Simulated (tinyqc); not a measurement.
Comparisons within one model: strained quantum well: band edges, subbands and transparency. A value that a table varies takes the place of the one given here.

Growth on (001), barriers unstrained: tr(e) = e (2 - nu2), Z = b e (1 + nu2); Ec = Ev + Eg + ac tr(e), E_HH = Ev + av tr(e) + Z, E_LH = Ev + av tr(e) - Z (coupling to the split-off band left out).

Masses along z: me, 1/(g1 - 2 g2) for HH, 1/(g1 + 2 g2) for LH, likewise in the barrier; in the plane me, 1/(g1 + g2) for HH and 1/(g1 - g2) for LH (no mixing, which understates the hole masses away from k = 0). Level n solves k L + 2 atan[(k/m)/(kappa/mb)] = n pi, k = sqrt(m E/c), kappa = sqrt(mb (V - E)/c), c = hbar^2/2m0.

Transparency (Bernard-Duraffourg): Fc - Fv equals the lowest transition energy with n = p, n = sum m/(2 pi c) kB T ln(1 + exp((Fc - E)/kB T)) and p likewise over the listed subbands; c = hbar^2/2m0, 1/angstrom^2 = 1e16/cm^2.

Constants: hbar^2/2m0 = 3.80998211 eV angstrom^2; kB = 8.617333262e-05 eV/K; hc = 1239.841984 eV nm.

Inputs chosen for the exercise (near those of an InGaAs/InP well; the results hold for these values, not for the real material): nu2 = 0.998 (2 C12/C11); Eg = 0.713 eV (unstrained gap of the well); Ev = -0.592 eV (its valence edge); ac = -6.04 eV; av = 1.07 eV (Ev moves by av tr(e)); b = -1.89 eV (shear potential); Egb = 1.355 eV (gap of the barrier); Evb = -0.94 eV (its valence edge); L = 70 angstrom (well width); me = 0.0426 m0 (electron mass); g1 = 14.01 (gamma1); g2 = 5.54 (gamma2); meb = 0.08 m0; g1b = 5.08; g2b = 1.6; T = 300 K (temperature); es = (-0.02, -0.014, -0.008, -0.003, 0, 0.003, 0.007, 0.012) (strains); e = -0.0003 (strain in the plane); Ls = (30, 40, 55, 70, 90, 120) angstrom (widths).

## Strain as a design knob

Only the strain is changed; the unstrained gap and the masses are kept.

Results:
```
e (%)  wavelength (nm)  top hole  hh1 - lh1 (meV)  n_tr (1e12/cm^2)  share in top
-2.0              1463       hh1              189             0.383          0.82
-1.4              1490       hh1              146             0.385          0.82
-0.8              1520       hh1              104             0.392          0.79
-0.3              1546       hh1               68             0.413          0.70
0.0               1563       hh1               46             0.445          0.59
0.3               1580       hh1               25             0.501          0.45
0.7               1612       lh1               -4             0.595          0.69
1.2               1726       lh1              -40             0.536          0.89
```

n_tr is largest at e = +0.7 % (0.59), where hh1 - lh1 = -4 meV and the top subband holds 69 % of the holes, and smallest, 0.38, at -2.0 and -1.4 %. The top hole level turns from hh to lh, and the light from TE to TM, between +0.3 and +0.7 %. The wavelength runs from 1463 to 1726 nm.

## Width of the well

All levels anew.

Results:
```
L (angstrom)  wavelength (nm)  top hole  hh1 - lh1 (meV)  n_tr (1e12/cm^2)  share in top  n_tr/L (1e18/cm^3)
30                       1346       hh1               93             0.364          0.92                1.21
40                       1426       hh1               78             0.376          0.86                0.94
55                       1508       hh1               61             0.406          0.73                0.74
70                       1561       hh1               48             0.441          0.61                0.63
90                       1608       hh1               37             0.488          0.49                0.54
120                      1650       hh1               27             0.558          0.37                0.47
```

The wavelength tunes by 304 nm. The sheet density at transparency changes from 0.36 to 0.56, the top hole subband holding 0.92 and 0.37 of the holes at the ends, while the volume density falls by a factor 2.6. Critical thickness and carrier escape are left out.

## What each parameter does

Edge wavelength, hh1 - lh1 and n_tr. Each row changes one parameter from the base and keeps the others.

Results:
```
case             wavelength (nm)  hh1 - lh1 (meV)  n_tr (1e12/cm^2)
base                      1561.2             48.5             0.441
L = 80 angstrom           1587.2             42.3             0.465
e = -0.0023               1550.2             62.8             0.419
Eg = 0.693 eV             1598.1             48.5             0.441
b = -2.17 eV              1561.6             48.8             0.440
ac = -5.44 eV             1561.6             48.5             0.441
me = 0.0469 m0            1565.0             48.5             0.466
g1 = 14.85                1555.9             46.3             0.427
T = 340 K                 1561.2             48.5             0.520
```

The largest shifts from the base row, up to three for each result and ties (the steps differ in size, so this ranks the rows, not the parameters). wavelength (nm): Eg +36.8, L +26.0, e -11.1; unchanged at the printed digits by T. hh1 - lh1 (meV): e +14.4, L -6.2, g1 -2.2; unchanged at the printed digits by Eg, ac, me and T. n_tr (1e12/cm^2): T +0.079, me +0.025, L +0.024; unchanged at the printed digits by Eg and ac.

(tinyqc, `OMP_NUM_THREADS=1 python tinyqc.py 1252465 1252466 out.jsonl`, Intel(R) Xeon(R) Processor @ 2.30GHz, 1 thread, shared host, about 0.01 s.)
